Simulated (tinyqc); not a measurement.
Van der Pauw, Hall and four-point-probe measurements on a doped layer: two steps of the calculation.

A uniform n-type layer with sheet resistance Rs = 1/(q ns mu), point contacts, low field (mu B small).

Parameters, values chosen for the exercise:
- ns = 2.5e15 cm^-2 (sheet density of the layer)
- mu = 90 cm^2/(V s) (drift mobility)
- rH = 0.8 (Hall factor)
- B = 0.55 T (magnetic field)
- I = 100 uA (current)
- ar = 1.63 (side ratio a/b of a rectangular sample with corner contacts)
- t = 190 nm (thickness of the layer)

Constants: q = 1.602176634e-19 C. Results are converted to the units shown.

Task 1. Resistances and Hall voltage. Rs = 1/(q ns mu). For a rectangle with contacts at the corners, RA = (8 Rs/pi) sum_(k>=0) ln coth((2k + 1) pi a/(2 b)) with current along a short side b and voltage along the opposite one, RB the same with a and b exchanged; Hall voltage VH = rH B I/(q ns), negative for electrons.

Wanted: Rs; RA; RB; VH.

Result 1.

Rs = 27.74 ohm/square
RA = 0.8437 ohm
RB = 21.15 ohm
VH = -0.01099 mV

RB/RA = 25.1; for a square both equal Rs ln 2/pi = 6.12 ohm.

Task 2. Sheet density, mobility and bulk values. Rs = 1/z; Hall sheet density B I/(q |VH|); Hall mobility |VH|/(Rs B I); true values ns = rH times the Hall density, mu = Hall mobility/rH; bulk density ns/t, resistivity Rs t; correction factor F = Rs/[(pi/ln 2)(RA + RB)/2].

converged z = 36.048974 mS
VH = -0.010985056 mV
RA = 0.84365404 ohm
RB = 21.152553 ohm

Wanted: Rs; Hall sheet density; Hall mobility; ns; mu; bulk density; resistivity; F.

Result 2.

Rs = 27.740 ohm/square
Hall sheet density = 3.1250e15 cm^-2
Hall mobility = 72.000 cm^2/(V s)
ns = 2.5000e15 cm^-2
mu = 90.000 cm^2/(V s)
bulk density = 1.3158e20 cm^-3
resistivity = 5.2706e-4 ohm cm
F = 0.55650

tinyqc, about 0.01 s, one thread, Intel Xeon 2.30GHz (shared host): `OMP_NUM_THREADS=1 python tinyqc.py 2850223 2850224 out.jsonl`
